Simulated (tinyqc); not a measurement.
# Worked calculation: gated two-dimensional channel with two bands, quantum capacitance

tinyqc, about 0.01 s, one thread, Intel Xeon 2.30GHz (shared host): `OMP_NUM_THREADS=1 python tinyqc.py 2200102 2200103 out.jsonl` Printed values are rounded.

phi is the Fermi level above the lowest band edge, in volts; Vg is counted from the gate voltage at which an empty channel would have phi = 0. The channel has no thickness; trap charge is -q Dit phi.

Values chosen for this exercise; lowest band close to that of a thin silicon body:
```
symbol,value,unit,meaning
T,300,K,temperature
eox,3.9,,relative permittivity of the gate insulator (close to silicon dioxide)
tox,14,nm,insulator thickness
md,0.197,m0,in-plane mass
gv,2,,valley degeneracy
m2,0.39,m0,"in-plane mass of a second band, chosen freely"
g2,2,,"valley degeneracy of that band, chosen freely"
E2,0.33,eV,second band edge above the first
Dit,9.1e11,cm^-2 eV^-1,density of traps
Vg,0.49,V,gate voltage
```

Constants: q = 1.602176634e-19 C, kB = 1.380649e-23 J/K, hbar = 1.054571817e-34 J s, m0 = 9.1093837015e-31 kg, Vt = kB T/q, eps0 = 8.8541878128e-14 F/cm where lengths are in cm. Results are converted to the units shown.

## Gate capacitance

Cox = eps0 eox/tox.

Cox = 0.2466524 uF/cm^2

## Starting value

phi = 0.01 V.

phi at the start = 0.01 V

## Iteration 1: new phi

D1 = gv md m0 q/(pi hbar^2), D2 = g2 m2 m0 q/(pi hbar^2) per eV; n1 = D1 Vt ln(1 + exp(phi/Vt)), n2 = D2 Vt ln(1 + exp((phi - E2)/Vt)), n = n1 + n2; Cq = q dn/dphi = q [D1/(1 + exp(-phi/Vt)) + D2/(1 + exp((E2 - phi)/Vt))]. Newton: f = phi + q (n + Dit phi)/Cox - Vg, phi(new) = phi - f/(1 + (Cq + q Dit)/Cox).

n1 = 3.851280e12 cm^-2
n2 = 3.545860e7 cm^-2
Cq = 15.70376 uF/cm^2
f = 2.027605 V
phi after iteration 1 = -0.02107028 V

## Iteration 2: new phi

As before.

n1 = 1.559259e12 cm^-2
n2 = 1.066018e7 cm^-2
Cq = 8.090755 uF/cm^2
f = 0.4893280 V
phi after iteration 2 = -0.03529768 V

## Iteration 3: new phi

As before.

n1 = 9.674010e11 cm^-2
n2 = 6.148298e6 cm^-2
Cq = 5.362777 uF/cm^2
f = 0.08223498 V
phi after iteration 3 = -0.03882203 V

## Course of the iteration

Stop when the step is below 1e-10 V, or after 40 iterations.

Course of the iteration:
```
iteration  phi before the step (V)   step (V)
1                             0.01    -0.0311
2                      -0.02107028    -0.0142
3                      -0.03529768   -3.52e-3
4                      -0.03882203   -1.92e-4
5                      -0.03901423   -5.42e-7
6                      -0.03901477  -4.31e-12
```

Converged in 6 iterations.

## Charge and capacitances at the solution

converged phi = -0.03901477 V

D1 = gv md m0 q/(pi hbar^2), D2 = g2 m2 m0 q/(pi hbar^2) per eV; n1 = D1 Vt ln(1 + exp(phi/Vt)), n2 = D2 Vt ln(1 + exp((phi - E2)/Vt)), n = n1 + n2; Cq = q dn/dphi = q [D1/(1 + exp(-phi/Vt)) + D2/(1 + exp((E2 - phi)/Vt))]. 1/C_G = 1/Cox + 1/(Cq + q Dit); dphi/dVg = Cox/(Cox + Cq + q Dit).

n = 8.499127e11 cm^-2
Cq = 4.774608 uF/cm^2
C_G = 0.2348783 uF/cm^2
dphi/dVg = 0.04773555

C_G is 95.2 % of Cox.
